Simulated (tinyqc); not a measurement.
Rapid thermal processing of a wafer: radiative balance, ramp and cooling, pattern effects, pyrometer error and spike budget: one step, computed by the program tinyqc.

The wafer is opaque and uniform through its thickness unless said otherwise; temperatures in formulas are in kelvin (C + 273.15). sigma = 5.670374419e-12 W/(cm^2 K^4).

Problem. Power to hold and to ramp. Effective emissivity between parallel grey plates: eps_eff = 1/(1/eps + 1/(1 - r) - 1). Loss per area q(T) = 2 eps_eff sigma (T^4 - T_w^4) + h (T - T_w). Absorbed power during a ramp = q(T) + C d x ramp rate; thermal time constant tau = C d/(dq/dT), dq/dT = 8 eps_eff sigma T^3 + h; natural cooling rate q/(C d); front-to-back difference under one-sided heating at the end of the ramp = (absorbed power) d/(2 k).

Inputs (values chosen for the exercise, modelled on a hot silicon wafer):
```
quantity,value,unit
wafer thickness d,775,micrometre
heat capacity per volume C,2.29,J/(cm^3 K)
thermal conductivity k,0.3,W/(cm K)
emissivity eps of each face,0.69,-
reflectivity of the chamber walls r,0.13,-
"gas heat-transfer coefficient h, both faces together",7.1,mW/(cm^2 K)
wall temperature T_w,700,K
process temperature,1140,C
ramp rate,28,K/s
```

Give: eps_eff; holding power q; power at the end of the ramp; dq/dT; time constant tau; natural cooling rate; front-to-back difference.

Solution.

eps_eff = 0.6255

holding power q = 31.65 W/cm^2

power at the end of the ramp = 36.62 W/cm^2

dq/dT = 87.18 mW/(cm^2 K)

time constant tau = 2.036 s

natural cooling rate = 178.3 K/s

front-to-back difference = 4.730 K

Radiation carries 84 % of the loss. The ramp needs 1.2 times the holding power.
